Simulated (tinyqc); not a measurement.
Frequency dispersion of an accumulation capacitance by border traps, distributed model: two steps of the calculation.

Traps spread evenly through the insulator exchange electrons with the semiconductor by tunnelling, with tau(x) = t0 exp(2 ka x) at depth x from the interface. The admittance per area Y seen at depth x obeys dY/dx = -Y^2/(i w eps0 eox) + q Nb ln(1 + i w tau)/tau, with Y(0) = i w Cs and w = 2 pi f; the gate sees Y(tox) = G + i w C. Working variable y = Y/(i w), in uF/cm^2. Cox = eps0 eox/tox.

Values chosen for this exercise; permittivity close to that of silicon dioxide: relative permittivity of the insulator eox = 3.82; insulator thickness tox = 6.4 nm; semiconductor capacitance in accumulation Cs = 2.6 uF/cm^2; density of border traps Nb = 5.8e19 cm^-3 eV^-1; decay constant of the wave function in the insulator ka = 4.7 1/nm; time constant of a trap at the interface t0 = 2e-11 s; frequency f = 100 Hz; depth down to which the steps are taken xe = 2.5 nm.

Constants: q = 1.602176634e-19 C, eps0 = 8.8541878128e-14 F/cm where lengths are in cm. Results are converted to the units shown.

Question 1. Scales and lumped estimate. Cox; trap-free value 1/(1/Cox + 1/Cs); response depth d = ln(1/(w t0))/(2 ka), where w tau = 1; lumped estimate: all traps within d act as C_bt = q Nb d placed at d/2, so C = 1/{1/[1/(1/Cs + d/(2 eps0 eox)) + C_bt] + (tox - d/2)/(eps0 eox)}.

Find: Cox; trap-free C; d; C_bt; lumped C.

Answer 1.

Cox = 0.52848 uF/cm^2
trap-free C = 0.43921 uF/cm^2
d = 1.9353 nm
C_bt = 1.7984 uF/cm^2
lumped C = 0.52353 uF/cm^2

The traps within reach amount to 0.692 Cs and lie in the first 30.2 % of the insulator.

Question 2. Capacitance and conductance at the gate. Beyond xe the traps are ignored, so 1/y(tox) = 1/y(xe) + (tox - xe)/(eps0 eox); C = Re y, G/w = -Im y, loss tangent G/(w C).

y at xe = 1.4803113-0.0944935i uF/cm^2

Find: y at the gate; C; G/w; loss tangent.

Answer 2.

y at the gate = 0.54739-0.01288i uF/cm^2
C = 0.54739 uF/cm^2
G/w = 0.012875 uF/cm^2
loss tangent = 0.023521

Program tinyqc, `OMP_NUM_THREADS=1 python tinyqc.py 2202231 2202232 out.jsonl`; Intel Xeon 2.30GHz, shared host, one thread, about 0.6 s.
